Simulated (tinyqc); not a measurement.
Inside a calculation: exchange-split free-electron bands and tunnelling magnetoresistance. Values are carried at full precision from step to step, so a last printed digit may differ when a step is redone from the rounded ones.

Majority and minority bands E = c k^2/m -/+ Dx/2, c = hbar^2/2m0, so k_up = sqrt(m (EF + Dx/2)/c), k_dn = sqrt(m (EF - Dx/2)/c); n_s = k_s^3/(6 pi^2), D_s = m k_s/(4 pi^2 c).

Constants: hbar^2/2m0 = 3.80998211 eV angstrom^2.

Inputs chosen for the exercise: EF = 5.19 eV (Fermi energy above the mean band bottom); Dx = 6.55 eV (exchange splitting); m = 0.98 m0 (mass in the electrodes); mb = 0.99 m0 (mass in the barrier); phi = 2.47 eV (barrier height above EF); d = 14.3 angstrom (barrier thickness).

## The two Fermi spheres

Give k_s, n_s, D_s, the moment per electron (n_up - n_dn)/n and three polarisations: of D, of D v and of D v^2 (v proportional to k).

k_up, k_dn (1/angstrom): 1.4756  0.7018

n_up, n_dn (1/angstrom^3): 0.05426  0.00584

D_up, D_dn (1/(eV angstrom^3)): 0.00961  0.00457

moment per electron = 0.8057 muB

polarisations: D 0.3554, D v 0.6310, D v^2 0.8057

The three numbers differ although they describe one band structure: each probe (density of states, ballistic current, diffusive current) weights the velocity differently.

## Transmissions

Barrier: kappa = sqrt(mb phi/c), c = hbar^2/2m0. With a = k1/m, b = k2/m, w = kappa/mb, the transmission at normal incidence is T(k1, k2) = 4 a b w^2/[w^2 (a + b)^2 + (w^2 + a^2)(w^2 + b^2) sinh^2(kappa d)]. Parallel: G_P = T(up, up) + T(dn, dn); antiparallel: G_AP = 2 T(up, dn); TMR = (G_P - G_AP)/G_AP. Julliere: TMR = 2 P^2/(1 - P^2). Slonczewski factor: P_eff = P_k (w^2 - a_up a_dn)/(w^2 + a_up a_dn), P_k = (k_up - k_dn)/(k_up + k_dn).

Evaluate kappa and the three T.

kappa = 0.8011 1/angstrom
kappa d = 11.456

T: up-up 3.116e-10, dn-dn 4.414e-10, up-dn 3.709e-10

The minority channel transmits more, by a factor 1.42; the common factor exp(-2 kappa d) is 1.12e-10.

## Magnetoresistance

From the T, and from the Julliere formula with P_k and with P_eff.

TMR from T = 1.52 %
P_k = 0.3554
P_eff = -0.0868
Julliere with P_k = 28.90 %
Julliere with P_eff = 1.52 %

The interface factor is -0.244: it reverses the sign of the tunnelling polarisation. The plain Julliere value lies 27.4 points above the result and the one with P_eff 0.00 points from it. Symmetry filtering in crystalline barriers, which gives far larger values, is outside this model.

## Checks

- TMR of a thick barrier against the Julliere formula with P_eff: both 0.01519.

tinyqc: `OMP_NUM_THREADS=1 python tinyqc.py 1650288 1650289 out.jsonl`; about 0.01 s, one thread, shared Intel(R) Xeon(R) Processor @ 2.30GHz.
